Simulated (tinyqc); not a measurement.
Convergence with the size of the ring: vibrations of a mass or spring defect in a linear chain. Computed by tinyqc, a small Python program. Command: `OMP_NUM_THREADS=1 python tinyqc.py 3000697 3000698 out.jsonl localmode walk`. One thread of a shared host (Intel(R) Xeon(R) Processor @ 2.30GHz), about 0.01 s of CPU time with the checks.

A ring of N atoms with nearest-neighbour springs k and motion along the chain. Atom 1 is the defect, of mass M', and its two springs are k'. All other atoms have the mass M.

Inputs (values chosen for the exercise, for a model chain): spring constant k = 2.45 eV/angstrom^2; host mass M = 54.6 u; defect mass M' = 3.52 u; spring ratio k'/k at the defect = 1.

Host: monatomic.

Constants: nu for 1 eV/(angstrom^2 u) = 15.6333042 THz.

Method:
- Host band: lambda from 0 to 4k/M.
- nu = 15.6333042 THz x sqrt(lambda), lambda in eV/(angstrom^2 u).
- D_ii = (sum of the two springs at i)/M_i, D_ij = -k_ij/sqrt(M_i M_j) for neighbours, closed into a ring.
- The same matrix for 120 atoms; amplitudes are the mass-weighted eigenvector, in size, relative to the defect, for the highest mode; its weight is the squared component of the normalised eigenvector on the defect.

band edges (THz): [0.00000, 6.62319]

ratio to the top of the host band = 2.83090

highest frequency, long ring = 18.7496 THz

weight of the highest mode on the defect = 0.966692

Highest mode:
```
N    frequency (THz)  weight on the defect  modes outside the bands
4             18.750               0.96659                        1
6             18.750               0.96669                        1
8             18.750               0.96669                        1
12            18.750               0.96669                        1
20            18.750               0.96669                        1
40            18.750               0.96669                        1
80            18.750               0.96669                        1
120           18.750               0.96669                        1
```

The local mode is within 0.01 % of its final value from N = 4 on, and its weight on the defect settles at 0.967: a bound mode needs only a cell larger than its decay length.

Extremes, crossings and ranges named in words are read from the listed rows.
